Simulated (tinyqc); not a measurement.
Raman shift of the zone-centre optical phonon of a diamond-structure crystal under stress: one step, computed by the program tinyqc. Command: `OMP_NUM_THREADS=1 python tinyqc.py 3027733 3027734 out.jsonl ramanstress walk`. One thread of a shared host (Intel(R) Xeon(R) Processor @ 2.30GHz), about 0.01 s of CPU time with the checks.

Axes x, y, z are the cube axes. Strain shifts the threefold optical mode and can split it; p, q and r are the phonon deformation potentials.

Problem. Secular matrix and shifts. Secular matrix: M_xx = p eps_xx + q (eps_yy + eps_zz), M_xy = 2 r eps_xy; its eigenvalues are omega^2 - omega_0^2, and the shifts are these over 2 omega_0.

Inputs (values chosen for the exercise, modelled on germanium):
```
quantity,value,unit
unstrained frequency omega_0,300.9,1/cm
p/omega_0^2,-1.41,-
q/omega_0^2,-1.97,-
r/omega_0^2,-1.07,-
```

Stress state: biaxial. Axis: [001].

strain (per mille):
```
,x,y,z
x,-2.690754,0.000000,0.000000
y,0.000000,-2.690754,0.000000
z,0.000000,0.000000,2.016294
```

Give: M/(2 omega_0); shifts, in rising order.

Solution.

M/(2 omega_0) (1/cm):
```
,x,y,z
x,0.771,0.000,0.000
y,0.000,0.771,0.000
z,0.000,0.000,1.167
```

shifts, in rising order (1/cm): [0.771, 0.771, 1.167]
